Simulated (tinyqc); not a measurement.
Single-junction solar cell, detailed-balance limit: two steps of the calculation.

Every photon above the gap Eg makes one pair and none below is absorbed; carriers thermalise at T and move without loss. Jsc = q fs X Phi(Eg, Ts); the dark current is J0 = q ge Phi(Eg, T)/ERE with the Boltzmann factor exp(V/Vt). The efficiency is the electrical power over fs X sigma Ts^4.

Parameters, values chosen for the exercise:
```
symbol  value  unit                        meaning
T         300     K               cell temperature
ERE      0.01        external radiative efficiency
Eg       1.61    eV                       band gap
```

Constants: q = 1.602176634e-19 C, kB = 1.380649e-23 J/K, Vt = kB T/q. Results are converted to the units shown.

Task 1. Maximum power point by Newton steps. With v = V/Vt the power is largest where f = (1 + v) exp(v) - 1 - Jsc/J0 vanishes; f' = (2 + v) exp(v), v(new) = v - f/f'.

v after iteration 1 = 48.758694
Jsc = 771.94556 mA/cm^2
J0 = 1.9675372e-19 mA/cm^2

Give: f; f'; v after iteration 2.

Result 1.

f = 7.0636e22
f' = 7.6058e22
v after iteration 2 = 47.830

Task 2. Voltages, fill factor and efficiency. Voc = Vt ln(1 + Jsc/J0), Vmp = v Vt, Jmp = Jsc - J0 (exp(v) - 1), FF = Vmp Jmp/(Voc Jsc), efficiency Vmp Jmp/Pin.

v = 45.873790
Jsc = 771.94556 mA/cm^2
J0 = 1.9675372e-19 mA/cm^2
Pin = 2940.7469 mW/cm^2

Wanted: Voc; Eg/q - Voc; Vmp; Jmp; FF; efficiency.

Result 2.

Voc = 1.285 V
Eg/q - Voc = 0.3246 V
Vmp = 1.186 V
Jmp = 755.5 mA/cm^2
FF = 0.9029
efficiency = 30.47 %

Of the voltage deficit, Vt ln(1/ERE) = 119 mV is due to non-radiative recombination.

Program tinyqc, `OMP_NUM_THREADS=1 python tinyqc.py 2820111 2820112 out.jsonl`; Intel Xeon 2.30GHz, shared host, one thread, about 0.01 s.
